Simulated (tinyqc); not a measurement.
# Fermi-level pinning from two metals

Question. Cowley-Sze model with the space charge neglected: phiB = S (phiM - chi) + (1 - S)(Eg - phi0), S = 1/(1 + q Dit dl/(eps0 ei)), dl in cm. Find S, phi0 and Dit.

Inputs (values chosen for the exercise); band and dielectric values close to those of gallium arsenide:
- Eg = 1.42 eV (band gap)
- chi = 4.01 eV (electron affinity)
- dl = 0.5 nm (thickness of the interfacial layer)
- ei = 3.9 (relative permittivity of the interfacial layer)

Constants: q = 1.602176634e-19 C, eps0 = 8.8541878128e-14 F/cm where lengths are in cm. Results are converted to the units shown.

barriers for metals with phiM = 4.33 and 5.36 eV (eV): 0.67638037  0.98663178

Answer. S is the slope of phiB against phiM; either barrier then gives phi0, and S gives Dit.

S = 0.3012
phi0 = 0.5900 eV
Dit = 1.000e14 cm^-2 eV^-1

tinyqc, about 0.2 s, one thread, Intel Xeon 2.30GHz (shared host): `OMP_NUM_THREADS=1 python tinyqc.py 2020145 2020146 out.jsonl`
